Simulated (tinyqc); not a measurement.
Finite square well with mass mismatch (envelope functions): sweeps and comparisons. A value that a table varies takes the place of the one given here.

A square well of width L and depth V0, mass mw inside and mb outside, energies from the bottom of the well, c = hbar^2/2m0. k = sqrt(mw E/c), kappa = sqrt(mb (V0 - E)/c). psi and psi'/m are continuous at the walls (BenDaniel-Duke), so level n solves k L + 2 atan[(k/mw)/(kappa/mb)] = n pi.

Non-parabolic bands: mw is replaced by mw (1 + alpha_w E) and mb by mb (1 - alpha_b (V0 - E)), in k, kappa and the matching condition alike.

Constants: hbar^2/2m0 = 3.80998211 eV angstrom^2.

Values chosen for the exercise (near those of a strained Si well in SiGe; shifted at random, so the results belong to these values and not to a real crystal):

| symbol | value | unit | meaning |
|---|---|---|---|
| V0 | 0.176 | eV | barrier height |
| mw | 0.931 | m0 | mass in the well |
| mb | 0.949 | m0 | mass in the barrier |
| Ls | (8, 11, 16, 22, 31, 43, 60) | angstrom | widths |
| L | 32 | angstrom | well width |
| alpha_w | 0.49 | 1/eV | non-parabolicity in the well |
| alpha_b | 0.27 | 1/eV | non-parabolicity in the barrier |

## Width of the well

Levels against L, beside the infinite well E1(hard) = c (pi/L)^2/mw; Pb is the probability of level 1 in the barriers; a dash marks an unbound level.

Levels:

| L (angstrom) | bound levels | E1 (eV) | E2 (eV) | E1(hard) (eV) | Pb |
|---|---|---|---|---|---|
| 8 | 1 | 0.1098 | - | 0.6311 | 0.413 |
| 11 | 1 | 0.0855 | - | 0.3338 | 0.267 |
| 16 | 2 | 0.0582 | 0.1748 | 0.1578 | 0.140 |
| 22 | 2 | 0.0391 | 0.1401 | 0.0835 | 0.074 |
| 31 | 3 | 0.0241 | 0.0923 | 0.0420 | 0.034 |
| 43 | 3 | 0.0144 | 0.0568 | 0.0218 | 0.016 |
| 60 | 4 | 0.0083 | 0.0329 | 0.0112 | 0.007 |

The infinite well overestimates E1 by a factor 5.75 at 8 angstrom and 1.35 at 60 angstrom. The local exponent d ln E1/d ln L goes from -0.79 (first two rows) to -1.67 (last two), towards the -2 of hard walls, as Pb falls from 0.413 to 0.007. E2 - E1 is largest at 16 angstrom of the widths listed.

## Levels of description

The same well five ways. mb = mw: the barrier takes the mass of the well. psi' continuous: kappa holds mb but the condition drops the masses, k L + 2 atan(k/kappa) = n pi. The last column is measured against BenDaniel-Duke.

Levels (eV):

| model | E1 | E2 | E3 | E1 - E1(BDD) (meV) |
|---|---|---|---|---|
| infinite walls | 0.0394 | 0.1578 | 0.3550 | 16.5 |
| mb = mw | 0.0230 | 0.0885 | 0.1724 | 0.1 |
| BenDaniel-Duke | 0.0229 | 0.0883 | 0.1724 | 0.0 |
| psi' continuous | 0.0231 | 0.0888 | 0.1725 | 0.2 |
| non-parabolic | 0.0230 | 0.0866 | 0.1676 | 0.1 |

Hard walls put E1 16.5 meV too high. Ignoring the mass step moves it by +0.1 meV and the wrong matching by +0.2 meV: with mb/mw = 1.02, continuity of psi'/m lets the slope outside be 1.02 times the slope inside, which acts like a softer wall. Non-parabolicity shifts E1 by +0.1 meV, the balance of a heavier mass in the well, which lowers it, and a lighter mass deep in the barrier, which hardens the wall. Among the finite wells the largest departure in E1 is that of the model 'psi' continuous'.

## What each parameter does

Parabolic bands. Pb is the probability of level 1 in the barriers, (A^2/kappa)/(A^2/kappa + L/2 + sin(kL)/(2k)) with A = cos(kL/2). Each row changes one parameter from the base and keeps the others.

Results:

| case | E1 (eV) | bound levels | Pb | V0 - E1 (eV) |
|---|---|---|---|---|
| base | 0.0229 | 3 | 0.0320 | 0.1531 |
| L = 35 angstrom | 0.0200 | 3 | 0.0259 | 0.1560 |
| V0 = 0.15 eV | 0.0220 | 2 | 0.0386 | 0.1280 |
| mw = 1.0241 m0 | 0.0218 | 3 | 0.0284 | 0.1542 |
| mb = 1.1863 m0 | 0.0218 | 3 | 0.0323 | 0.1542 |

The largest shifts from the base row, up to three for each result and ties (the steps differ in size, so this ranks the rows, not the parameters). E1 (eV): L -0.0029, mw -0.0012, mb -0.0011. bound levels: V0 -1; unchanged at the printed digits by L, mw and mb. Pb: V0 +0.0065, L -0.0061, mw -0.0036. V0 - E1 (eV): V0 -0.0251, L +0.0029, mw +0.0012.

Program tinyqc; command `OMP_NUM_THREADS=1 python tinyqc.py 1252711 1252712 out.jsonl`; about 0.01 s on one thread of a shared Intel(R) Xeon(R) Processor @ 2.30GHz.
